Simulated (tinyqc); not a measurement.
Chemical shift by three methods: effective-mass impurity with a central-cell term, in a basis of Slater functions. Computed by tinyqc, a small Python program. Command: `OMP_NUM_THREADS=1 python tinyqc.py 3018048 3018049 out.jsonl centralcell walk`. One thread of a shared host (Intel(R) Xeon(R) Processor @ 2.30GHz), about 0.01 s of CPU time with the checks.

The envelope obeys H = -nabla^2 - (2/r) [Z + A exp(-kappa r)] in effective units, with kappa = a*/lambda; positive A deepens the well near the core.

Inputs (values chosen for the exercise, with mass and screening modelled on AlN):
```
quantity                   value      unit
effective mass m           0.314       m_0
dielectric constant eps     8.26         -
charge Z of the core           1         -
central-cell strength A        2         -
central-cell range lambda    2.5  angstrom
```

Impurity: donor, one isotropic band.

Constants: Ry = 13.605693123 eV; a_0 = 0.529177210903 angstrom.

Method:
- Units: Ry* = Ry m/eps^2 and a* = a_0 eps/m, with m in m_0.
- kappa = a*/lambda; the hydrogenic ground state is bound by Z^2 Ry*.
- For s functions exp(-zeta r), with s = zeta_i + zeta_j: S = 2/s^3, T = zeta_i zeta_j S, V = -2 Z/s^2, W = -2 A/(s + kappa)^2; each function is normalised by dividing by sqrt(S_ii S_jj).
- Large basis: zeta_i = 0.06 x 1.6^(i-1), i = 1..22, same formulas; for p functions r exp(-zeta r): S = 24/s^5, T = zeta_i zeta_j S (centrifugal term included), V = -12 Z/s^4, W = -12 A/(s + kappa)^4; overlap eigenvalues below 1e-11 are dropped.
- First order: shift = 8 A Z^3/(2 Z + kappa)^2 Ry*. One exponent: minimise zeta^2 - 2 Z zeta - 8 A zeta^3/(2 zeta + kappa)^2 by golden section on 0.2 to 6 Z. All shifts are the binding beyond Z^2 Ry*.

kappa = 5.56816 1/a*

Ry* = 62.6167 meV

hydrogenic binding energy = 62.6167 meV

Shift of the 1s binding energy (meV):
```
A     first order  one exponent  large basis
-2.0      -17.492       -12.360      -11.156
-1.0       -8.746        -7.226       -6.830
0.2         1.749         1.827        1.850
0.5         4.373         4.899        5.056
1.0         8.746        11.154       11.890
2.0        17.492        30.837       34.762
2.5        21.865        47.156       53.922
```

What follows from these numbers?

The three columns are ordered, first order <= one exponent <= large basis, since each is a variational bound with more freedom. At the largest attractive A first order gives 41 % and one exponent 87 % of the shift; at the most repulsive A the true shift is -11.156 meV against -17.492. Attraction pulls the envelope in and feeds itself, repulsion pushes it out and saturates.

Extremes, crossings and ranges named in words are read from the listed rows.
